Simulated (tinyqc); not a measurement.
Inputs raised by 10 %, one at a time: two-dimensional dopant profile at a mask edge: lateral junction, overlap and effective channel length. Computed by tinyqc, a small Python program. Command: `OMP_NUM_THREADS=1 python tinyqc.py 3004853 3004854 out.jsonl lateral sens`. One thread of a shared host (Intel(R) Xeon(R) Processor @ 2.30GHz), about 0.01 s of CPU time with the checks.

Ions enter for y < 0; the mask (spacer, then gate) covers y > 0. x is the depth. The surface reflects dopant during the anneal.

Inputs (values chosen for the exercise, modelled on a source-drain extension in silicon): dose Q = 7.4e+14 1/cm^2; projected range R_p = 8.6 nm; vertical straggle = 3.6 nm; lateral straggle = 4 nm; anneal budget D t = 4.3e-13 cm^2; channel doping C_B = 9.1e+17 1/cm^3; gate length L_g = 89 nm; offset spacer = 2.3 nm; oxide thickness = 1.7 nm.

Constants: eps_0 = 8.8541878128e-12 F/m.

Method:
- Widths s_x^2 = (vertical straggle)^2 + 2 D t, s_y^2 = (lateral straggle)^2 + 2 D t. C(x, y) = V(x) (1/2) erfc(y/(sqrt2 s_y)), V(x) = Q/(sqrt(2 pi) s_x) [exp(-(x - R_p)^2/(2 s_x^2)) + exp(-(x + R_p)^2/(2 s_x^2))]; 1 nm = 1e-7 cm.
- The vertical junction far from the mask solves V(x) = C_B.
- The lateral junction at depth x solves C = C_B: y_j(x) = sqrt2 s_y erfc^-1(2 C_B/V(x)). Overlap under the gate = y_j(0) - spacer; metallurgical channel L_met = L_g - 2 overlap (tails from the two sides are not added).
- Abruptness at y_j(0) in nm per decade = ln(10) s_y sqrt(pi/2) exp(u^2) erfc(u), u = y_j/(sqrt2 s_y). Overlap capacitance per width = 3.9 eps_0 overlap/t_ox (zero if there is no overlap).

Runs; columns: (1) input moved; (2) from; (3) to; (4) lateral junction y_j(0) (nm); (5) vertical junction x_j (nm); (6) lateral abruptness (nm/decade); (7) ratio y_j(0)/x_j:
```
(1)                           (2)       (3)    (4)    (5)    (6)     (7)
base run                        -         -  28.72  42.45  7.410  0.6767
dose Q (1/cm^2)           7.4e+14  8.14e+14  29.03  42.72  7.344  0.6794
projected range R_p (nm)      8.6      9.46  28.47  43.30  7.465  0.6574
vertical straggle (nm)        3.6      3.96  28.71  42.87  7.412  0.6698
lateral straggle (nm)           4       4.4  29.19  42.45  7.531  0.6877
anneal budget D t (cm^2)  4.3e-13  4.73e-13  29.87  43.76  7.724  0.6826
offset spacer (nm)            2.3      2.53  28.72  42.45  7.410  0.6767
gate length L_g (nm)           89      97.9  28.72  42.45  7.410  0.6767
```

Exponents ln(y'/y) / ln(x'/x):
```
input                lateral junction y_j(0)  vertical junction x_j  lateral abruptness  ratio y_j(0)/x_j
dose Q                                 0.111                  0.068              -0.093             0.043
projected range R_p                   -0.093                  0.210               0.078            -0.303
vertical straggle                     -0.004                  0.104               0.004            -0.108
lateral straggle                       0.170                  0.000               0.170             0.170
anneal budget D t                      0.411                  0.320               0.436             0.091
offset spacer                          0.000                  0.000               0.000             0.000
gate length L_g                        0.000                  0.000               0.000             0.000
```

Which inputs matter most for each result?

Among the inputs moved here: lateral junction y_j(0) answers most in size to anneal budget D t (exponent +0.411), next to lateral straggle (+0.170); its exponent is below 0.0005 for offset spacer, gate length L_g. Vertical junction x_j answers most in size to anneal budget D t (exponent +0.320), next to projected range R_p (+0.210); its exponent is below 0.0005 for lateral straggle, offset spacer, gate length L_g. Its exponent 0.000 in lateral straggle: the far field does not see the edge. Lateral abruptness answers most in size to anneal budget D t (exponent +0.436), next to lateral straggle (+0.170); its exponent is below 0.0005 for offset spacer, gate length L_g. Ratio y_j(0)/x_j answers most in size to projected range R_p (exponent -0.303), next to lateral straggle (+0.170); its exponent is below 0.0005 for offset spacer, gate length L_g.
